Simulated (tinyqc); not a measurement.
Band-to-band tunnelling across a p-n junction in a two-band chain, step by step. Values are carried at full precision from step to step, so a last printed digit may differ when a step is redone from the rounded ones.

Sites alternate A at -Eg/2 and C at +Eg/2 with hopping -t; near the edges, with k counted from the zone boundary pi/a, E^2 = (Eg/2)^2 + (t a k)^2, so t = sqrt(c Eg/m)/a gives the mass m, c = hbar^2/2m0. In the gap cosh(q a) = 1 + (Eg^2/4 - e^2)/(2 t^2), e the energy from the local mid-gap. The potential is V0 = Eg + ov on the p side (left), 0 on the n side, and falls linearly over the 2N sites of the junction, V_j = V0 (1 - j/(2N + 1)), j = 1 to 2N, site 1 being A. E = Eg/2 + x ov. A half chain that ends on a site of level e1 with neighbour e2 has g = (1 + z)/(E - e1), z = exp(-/+ i k a) the root with Im g < 0, cos(k a) = (E - e1)(E - e2)/(2 t^2) - 1. S_L = t^2 g (ending on C, shifted by V0), S_R = t^2 g (starting on A). T = 4 Im(S_L) Im(S_R) |G_(1,2N)|^2.

Constants: hbar^2/2m0 = 3.80998211 eV angstrom^2.

Inputs chosen for the exercise (gap and mass near those of GaSb; the results hold for these values, not for the real material):
```
symbol  value   unit      meaning
Eg      0.721   eV        gap
m       0.0421  m0        mass of electron and light hole
a       5       angstrom  period (two sites)
ov      0.32    eV        overlap: top of the valence band on the p side above the conduction edge on the n side
N       5                 periods in the small junction
x       0.28              energy above the n-side conduction edge, as a share of ov
```

## Hopping, field and tunnelling length

Form t, V0, E, the field F = V0/((2N + 1) a/2) (1 V/angstrom = 100 MV/cm) and the length Eg/F over which E lies in the gap.

t = 1.6155 eV
V0 = 1.0410 eV
E = 0.4501 eV
F = 3.785 MV/cm
tunnelling length = 19.05 angstrom

So short a junction keeps the matrix small; its field is of the size of the 1 to 3 MV/cm of tunnel diodes.

## Self-energies of the two sides

Form cos(k a) and S for each side.

cos(k a): left -0.958007, right -0.986086

S_L, S_R (eV): [-0.11520-0.78663i, 0.04480-0.53525i]

## Recursive Green function

g_1 = 1/(E - e_1 - S_L); g_j = 1/(E - e_j - t^2 g_(j-1)), with S_R also subtracted at the last site; G_1j = G_1(j-1) (-t) g_j, G_11 = g_1; e_j is the site level plus V_j. The self-energies stand in the order S_L, S_R.

Sweep:
```
j   e_j (eV)       g_j (1/eV)      G_1j (1/eV)
1     0.5859  -0.0332-1.2704i  -0.0332-1.2704i
2     1.2122  -0.0590-0.2896i   0.5912-0.1366i
3     0.3966   0.3378-1.2304i  -0.0510+1.2496i
4     1.0230  -0.1170-0.2584i  -0.5313+0.2150i
5     0.2073   0.7258-0.8928i   0.3129-1.0184i
6     0.8337  -0.2145-0.2195i   0.4695-0.2420i
7     0.0180   0.7560-0.4366i  -0.4028+0.6267i
8     0.6444  -0.3615-0.1900i  -0.4276+0.2423i
9    -0.1712   0.5807-0.1841i   0.3291-0.3545i
10    0.4551  -0.4496-0.2916i   0.4060-0.1024i
```

T = 0.2953

## WKB for the same field

T = exp(-2 I/F), I = integral of q de across the gap. Continuum: q = sqrt(Eg^2/4 - e^2)/(t a), I = pi Eg^2/(8 t a). Lattice: q from the cosh formula, 12 Gauss-Legendre points in u with e = (Eg/2) sin(u), u from -pi/2 to pi/2. F in V/angstrom is the value in MV/cm over 100.

I (eV/angstrom): continuum 0.025272, lattice 0.025233

T by WKB: continuum 0.2631, lattice 0.2636

The chain gives 0.2953, 1.120 times the lattice WKB value; the exponent is only 1.33, and reflections at the two kinks of the potential count.

## Checks

- G_(1,2N) from the sweep against inversion of the whole matrix (size): both 0.41876.

tinyqc: `OMP_NUM_THREADS=1 python tinyqc.py 1452811 1452812 out.jsonl`; about 0.01 s, one thread, shared Intel(R) Xeon(R) Processor @ 2.30GHz.
